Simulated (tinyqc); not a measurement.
Worked calculation: finite-size error of a charged defect in a periodic cell: Madelung and Makov-Payne terms. Computed by tinyqc, a small Python program that keeps every step. Command: `OMP_NUM_THREADS=1 python tinyqc.py 3015536 3015537 out.jsonl imagecharge walk`. One thread of a shared host (Intel(R) Xeon(R) Processor @ 2.30GHz), about 0.08 s of CPU time with the checks. Intermediate numbers are printed to about 7 digits and carried at full precision; extremes and crossings named in words are read from the listed rows.

L is the cube root of the cell volume. The defect charge is a Gaussian, rho(r) = q (2 pi sigma^2)^(-3/2) exp(-r^2/2 sigma^2), repeated periodically in a uniform neutralising background and screened by a continuum. The model cell energy is E(L) = E_0 + [periodic - isolated electrostatic energy].

Inputs (values chosen for the exercise, for a model uniaxial host): charge q = -1 e; cell length L = 15.2 angstrom; dielectric constant eps_xy = 7.27; dielectric constant eps_z = 6.19; axis ratio c/a = 1.07; width sigma of the defect charge = 0.83 angstrom; formation energy of the isolated defect E_0 = 5.026 eV.

Supercell lattice: hexagonal. Screening: uniaxial.

scatter added to the six cells, standing for numerical noise (meV): [-22, -46, -26, -2.8, 7.5, -9.7]

Constants: e^2/(4 pi eps_0) = 14.39964548 eV angstrom.

## The cell

Cell vectors: (1,0,0), (-1/2,sqrt(3)/2,0), (0,0,c/a), scaled to volume L^3.

cell vectors (rows) (angstrom):
```
[[15.59093, 0.00000, 0.00000],
 [-7.79547, 13.50214, 0.00000],
 [0.00000, 0.00000, 16.68230]]
```

nearest image = 15.59093 angstrom

## Madelung energy

Ewald sum for a unit point charge: scale each Cartesian component of the cell by 1/sqrt(eps_i), giving R', G' and V'; E = [ (1/2) sum erfc(eta R')/R' + (2 pi/V') sum exp(-G'^2/4 eta^2)/G'^2 - eta/sqrt(pi) - pi/(2 V' eta^2) ] e^2/(4 pi eps_0) / sqrt(eps_x eps_y eps_z), over n_i = -6..6, omitting n = (0,0,0), eta = 2/V'^(1/3). alpha = -2 E eps_g L/(e^2/(4 pi eps_0)), eps_g = (eps_x eps_y eps_z)^(1/3).

terms for a unit charge (eV): real space 0.0020901, reciprocal 0.0136945, self -0.1551351, background -0.0539902

Madelung constant alpha = 2.812537

point-charge correction -q^2 E = 0.1933407 eV

Cubic cells have alpha = 2.837 (sc) to 2.888 (fcc, bcc); this cell is near that range.

## Energy of the smeared charge in the cell

Periodic energy of the Gaussian: (2 pi q^2/V) sum_(G != 0) exp(-sigma^2 G^2)/(G.eps.G) x e^2/(4 pi eps_0), n_i = -k..k with k = max(9, L/sigma rounded up). Isolated energy: q^2/(2 sqrt(pi) sigma) <1/(n.eps.n)> e^2/(4 pi eps_0), the mean over directions n (64 Gauss-Legendre points in cos(theta)).

periodic energy = 0.5190044 eV

isolated energy = 0.7098481 eV

finite-size error = -0.1908437 eV

E(L) = 4.835156 eV

## A series of cells

Cells of the same shape with L scaled by 0.7, 0.85, 1, 1.25, 1.5 and 2; the scatter is added to E(L). The point-charge correction scales as 1/L from its value at the input L.

Scaling data:
```
L (angstrom)  1/L (1/angstrom)  E(L) (eV)  E(L) + point-charge correction (eV)
10.64               0.09398496   4.735081                             5.011282
12.92               0.07739938   4.756607                             4.984066
15.20               0.06578947   4.809156                             5.002497
19.00               0.05263158   4.869806                             5.024478
22.80               0.04385965   4.905346                             5.034240
30.40               0.03289474   4.919942                             5.016612
```

## Ways to reach the isolated limit

Least-squares fits of E(L) to a + b/L, a + c/L^3 or a + b/L + c/L^3; the estimate is a, and errors are against E_0.

Estimates of E_0:
```
way                              estimate (eV)  error (meV)
largest cell, uncorrected             4.919942    -106.0583
largest cell, point-charge term       5.016612      -9.3879
1/L fit, three smallest               4.967452     -58.5481
1/L fit, all six                      5.039749      13.7495
1/L^3 fit, all six                    4.906973    -119.0272
1/L and 1/L^3, three smallest         5.458939     432.9386
1/L and 1/L^3, all six                5.069321      43.3206
corrected data, 1/L^3 fit             5.020949      -5.0512
```

coefficient b of the full fit = -4.186007 eV angstrom

Best here: corrected data, 1/L^3 fit (-5.1 meV); worst: 1/L and 1/L^3, three smallest (+433 meV). The fitted b is 142.4 % of the Madelung value -q^2 alpha e^2/(8 pi eps_0 eps_g). The three-term fit to three small cells has no spare point and magnifies the scatter.

## One dielectric constant for an anisotropic host?

The same sum with an isotropic constant in place of the tensor, the means being taken over (eps_xy, eps_xy, eps_z); errors against the tensor result.

Point-charge correction:
```
constant            value  correction (eV)  error (meV)
eps_xy           7.270000        0.1851288     -8.21190
eps_z            6.190000        0.2174291     24.08844
arithmetic mean  6.910000        0.1947737      1.43302
geometric mean   6.890538        0.1953238      1.98313
harmonic mean    6.870427        0.1958956      2.55488
```

The tensor gives 0.1933 eV. Closest is arithmetic mean (+1.4 meV) and furthest eps_z (+24.1 meV); anisotropy also changes the effective shape of the cell, which no single constant captures.

Checks made by the program: the same sum with another eta (relative difference below 1e-10).
